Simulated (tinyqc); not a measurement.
Worked calculation: tight binding, honeycomb lattice. Computed by tinyqc, a small Python program that keeps every step. Settings: t1 = 1.17, t2 = 0.32, phi = 2.57, delta = 0, points = 6. Command: `OMP_NUM_THREADS=1 python tinyqc.py 20433 20434 out.jsonl` (the two numbers bound the seeds that draw the settings). One thread of a shared host (Intel(R) Xeon(R) Processor @ 2.60GHz), about 0.01 s of CPU time with the checks.

## Bloch Hamiltonian at k

Parameters chosen for this model:
```
parameter     value                        unit
t1         1.170000                 eV, nearest
t2         0.320000       eV, second neighbours
phi        2.570000  rad, phase of t2 (Haldane)
delta             0          eV, +/- on A and B
```

k point k (fractions of the reciprocal vectors): [-0.030000, -0.220000]

H_AB = -t1 (1 + exp(-i k.a1) + exp(-i k.a2)); H_AA = delta - 2 t2 sum cos(k.b + phi), H_BB = -delta - 2 t2 sum cos(k.b - phi), b = a1, a2 - a1, -a2.

H(k) at k (eV), order A, B:
$$\begin{pmatrix}
0.781046 & -2.538512-1.368512i \\
-2.538512+1.368512i & 0.874437
\end{pmatrix}$$

## Levels at k

Diagonalise the Hermitian matrix.

eigenvalues (eV): [-2.056535, 3.712018]

weights |c|^2 of the basis functions, order A, B:
$$\begin{pmatrix}
0.508095 & 0.491905 \\
0.491905 & 0.508095
\end{pmatrix}$$

## Bloch Hamiltonian at K

k point K (fractions of the reciprocal vectors): [0.333333, 0.666667]

As before.

H(k) at K (eV), order A, B:
$$\begin{pmatrix}
0.092113 & 0.000000 \\
0.000000 & -1.706911
\end{pmatrix}$$

## Levels at K

As before.

eigenvalues (eV): [-1.706911, 0.092113]

weights |c|^2 of the basis functions, order A, B:
$$\begin{pmatrix}
0.000000 & 1.000000 \\
1.000000 & 0.000000
\end{pmatrix}$$

## Bands along a path

The same steps at evenly spaced points between the labelled ones.

Bands along the path (eV):
```
k             band 1    band 2
G          -1.895202  5.124798
G-K 0.20   -1.964155  4.651417
G-K 0.40   -2.076982  3.405135
G-K 0.60   -2.049822  1.844223
G-K 0.80   -1.836920  0.558857
K          -1.706911  0.092113
K-M 0.20   -1.722311  0.169102
K-M 0.40   -1.736583  0.327384
K-M 0.60   -1.730940  0.484359
K-M 0.80   -1.715817  0.593264
M          -1.708266  0.631734
M-K' 0.20  -1.715817  0.593264
M-K' 0.40  -1.730940  0.484359
M-K' 0.60  -1.736583  0.327384
M-K' 0.80  -1.722311  0.169102
K'         -1.706911  0.092113
```

With 1 band(s) filled, the highest filled level on these points lies at K and the lowest empty one at K: a gap of 1.7990 eV, direct.

## Chern number of the lower band

On a 6 x 6 mesh, the phase of the product of overlaps around each plaquette (k1 then k2); the sum over 2 pi is an integer.

plaquette phases (rad):
$$\begin{pmatrix}
0.000000 & -0.006357 & -0.121353 & -0.183625 & 0.053840 & 0.021476 \\
-0.006357 & -0.055667 & -0.175822 & -0.532207 & 0.000000 & 0.053840 \\
-0.121353 & -0.175822 & -0.406053 & -0.770300 & -0.532207 & -0.183625 \\
-0.183625 & -0.532207 & -0.770300 & -0.406053 & -0.175822 & -0.121353 \\
0.053840 & 0.000000 & -0.532207 & -0.175822 & -0.055667 & -0.006357 \\
0.021476 & 0.053840 & -0.183625 & -0.121353 & -0.006357 & 0.000000
\end{pmatrix}$$

Chern number = -1.000000
